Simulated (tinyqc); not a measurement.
Inside a calculation. Model: vertical double-diffused power MOSFET, components of the on-resistance.

Numbers from tinyqc (`OMP_NUM_THREADS=1 python tinyqc.py 2230046 2230047 out.jsonl`; about 0.01 s on one thread of a shared Intel Xeon 2.30GHz). Printed values are rounded.

Stripe cells of pitch Wp + a, two channels a cell. Current flows through the channels, spreads in the accumulation layer, passes the gap between the p bodies and spreads at 45 degrees into the drift layer below them. Low drain voltage, full ionisation.

Inputs (values chosen for the exercise); bulk values close to those of gallium nitride: temperature T = 450 K; relative permittivity eps_r = 9.52; critical-field constant Kc = 26500 V/cm per (cm^-3)^(1/8); rated breakdown voltage of the drift layer BV = 3300 V; drift mobility at 300 K mud = 883 cm^2/(V s); temperature exponent of the drift mobility bt = 2.6; gate oxide thickness (eps_r 3.9) tox = 96 nm; gate overdrive Vov = 11 V; channel mobility mch = 44 cm^2/(V s); accumulation-layer mobility mac = 100 cm^2/(V s); channel length Lc = 0.3 um; width of the p body in one cell, channels included Wp = 1.7 um; gap between neighbouring p bodies a = 2 um; depth of the p body xp = 1.2 um; doping of the gap over the drift doping Nj = 2; built-in voltage of the body junction Vbi = 2.93 V; substrate and contact resistance Rs = 0.47 mohm cm^2.

Constants: q = 1.602176634e-19 C, eps0 = 8.8541878128e-14 F/cm where lengths are in cm. Results are converted to the units shown.

## Drift layer

Triangular field at breakdown with Ec = Kc N^(1/8): BV = eps0 eps_r Ec^2/(2 q N), so N = (eps0 eps_r Kc^2/(2 q BV))^(4/3); W = 2 BV/Ec; mu = mud (T/300 K)^(-bt); rho = 1/(q mu N); ideal resistance rho W.

N = 4.61350e15 cm^-3
Ec = 2.40575 MV/cm
W = 27.4343 um
mu = 307.697 cm^2/(V s)
rho = 4.39679 ohm cm
ideal resistance = 12.0623 mohm cm^2

## Components of the on-resistance

Pitch p = Wp + a, Cox = 3.9 eps0/tox; zero-bias depletion in the gap w0 = sqrt(2 eps0 eps_r Vbi/(q N Nj)), open gap g = a - 2 w0; R_ch = Lc p/(2 mch Cox Vov); R_acc = 0.6 a p/(4 mac Cox Vov), 0.6 being an empirical factor for current leaving the layer along its length; R_gap = (rho/Nj) xp p/g; spreading depth t = min(W, (p - g)/2); R_drift = (rho p/2) ln((g + 2 t)/g) + rho (W - t); R_on = the sum with Rs.

w0 = 0.578038 um
g = 0.843925 um
components (mohm cm^2): channel 0.318791, accumulation 0.280536, gap 1.15660, drift 12.6366, substrate 0.47
R_on = 14.8626 mohm cm^2
shares (%): channel 2.1449, accumulation 1.8875, gap 7.7820, drift 85.0233, substrate 3.1623

The drift term is the largest. R_on is 1.23 times the ideal drift resistance, and spreading raises the drift term to 1.05 times it.
